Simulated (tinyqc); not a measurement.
Nudged elastic band on a two-dimensional model surface: one step, computed by the program tinyqc.

V(x, y) = -A (cos kx + cos ky) - B cos kx cos ky + (C sin ky + S sin kx)(1 - cos kx), k = 2 pi/a; the atom hops from the minimum at (0, 0) to that at (a, 0).

Question. Stationary points. Newton steps x(new) = x - H^-1 grad V (moves limited to 0.3 angstrom) from (0, 0), (a, 0) and (a/2, 0) give the two minima and the saddle.

Inputs (values chosen for the exercise, for a model surface):
```
quantity,value,unit
amplitude A,0.16,eV
amplitude B,-0.014,eV
skew C,0.036,eV
asymmetry S,-0.02,eV
period a,3.6,angstrom
```

Surface: adatom on a square lattice. Climbing image: on.

Give: positions; energies; barrier from the start.

Answer.

positions (angstrom):
```
,x,y
start,0.000,0.000
end,3.600,0.000
saddle,1.958,-0.222
```

energies (eV): start -0.3060, end -0.3060, saddle -0.0227

barrier from the start = 0.2833 eV
